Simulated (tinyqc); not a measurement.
Worked calculation: tight binding, dimerised chain. One step of it, computed by the program tinyqc.

Question. Bloch Hamiltonian at k. H_AA = +delta, H_BB = -delta, H_AB = -t1 - t2 exp(-i k a).

Parameters chosen for this model:
```
parameter     value                      unit
t1         1.460000       eV, inside the cell
t2         1.670000         eV, between cells
delta             0  eV, +/- on the two sites
```

k point k (2 pi / a): 0.250000

Give: H(k) at k.

Answer.

H(k) at k (eV):
```
               A              B
A          0.000  -1.460+1.670i
B  -1.460-1.670i          0.000
```
